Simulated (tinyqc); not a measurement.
Against the doping: band-to-band tunnelling and avalanche in a reverse-biased abrupt junction. Computed by tinyqc, a small Python program. Command: `OMP_NUM_THREADS=1 python tinyqc.py 3016506 3016507 out.jsonl zener walk`. One thread of a shared host (Intel(R) Xeon(R) Processor @ 2.30GHz), about 0.02 s of CPU time with the checks.

Direct Kane tunnelling in the local field (for indirect gaps the mass is an effective fit) and one ionisation coefficient for both carriers. N is the doping of the light side, or N_A N_D/(N_A + N_D) for the symmetric junction; the built-in voltage is taken as E_g/e.

Inputs (values chosen for the exercise, modelled on In0.53Ga0.47As): band gap at 300 K, E_g = 0.739 eV; gap narrowing with temperature, -dE_g/dT = 0.37 meV/K; reduced tunnelling mass m_r = 0.021 m_0; permittivity eps = 13.9; ionisation prefactor a = 5e+06 1/cm; ionisation field at 300 K, b = 1.67e+06 V/cm; relative rise of b with temperature = 5.9 1e-4/K; effective doping N = 9.9e+16 1/cm^3; current density that defines tunnel breakdown, J_0 = 0.1 A/cm^2; temperature T = 200 K.

Junction: one-sided.

Constants: eps_0 = 8.8541878128e-12 F/m; e = 1.602176634e-19 C; m_0 = 9.1093837015e-31 kg; hbar = 1.054571817e-34 J s.

Method:
- E_g(T) = E_g - (T - 300 K)(-dE_g/dT); b(T) = b [1 + (rise)(T - 300 K)]; w = sqrt(2 eps eps_0 (V_R + E_g/e)/(e N)); F_m = 2 (V_R + E_g/e)/w; the field falls linearly from F_m to 0 across w.
- Kane: G(F) = A F^2 exp(-B/F), A = e^2 sqrt(m_r)/(18 pi hbar^2 sqrt(E_g)), B = pi sqrt(m_r) E_g^(3/2)/(2 e hbar), SI units; J = e int G dx x V_R/(V_R + E_g/e), the last factor making J vanish at zero bias; int G dx = (w/F_m) int_0^F_m G dF by 64 Gauss-Legendre points.
- Avalanche: I = (w/F_m) int_0^F_m a exp(-b/F) dF by 64 Gauss-Legendre points, M = 1/(1 - I), breakdown at I = 1.
- V_Z solves J = J_0 and V_A solves I = 1; the lower one is the breakdown voltage; temperature coefficients by a central difference of +/- 10 K.

Breakdown:
```
N (1/cm^3)     V_Z (V)  V_A (V)  F_m at breakdown (MV/cm)       first
2.00e+15    1.4389e+02   116.30                   0.24690   avalanche
5.00e+15    6.1721e+01    58.47                   0.27771   avalanche
1.20e+16    2.7341e+01    30.82                   0.29639  tunnelling
3.00e+16    1.1468e+01    16.04                   0.30925  tunnelling
5.90e+16    5.8847e+00    10.01                   0.31987  tunnelling
9.90e+16    3.4239e+00     7.01                   0.32902  tunnelling
2.00e+17    1.4966e+00     4.34                   0.34401  tunnelling
5.00e+17    3.1175e-01     2.33                   0.37630  tunnelling
1.20e+18    5.3920e-03     1.26                   0.49410  tunnelling
```

What does the comparison show, and why?

The mechanism changes between 5.00e15 and 1.20e16 per cm^3. Across the table V_Z + E_g/e scales as N^-0.82 and V_A as N^-0.71: tunnelling needs a nearly fixed field, while avalanche in a thinner layer needs a higher one. Rows with V_Z below E_g/e understate it, since the local Kane formula overestimates the current there. Rows with V_A below about 5 E_g/e understate it, since the local law ignores the distance a carrier needs to reach the ionisation energy.

Extremes, crossings and ranges named in words are read from the listed rows.
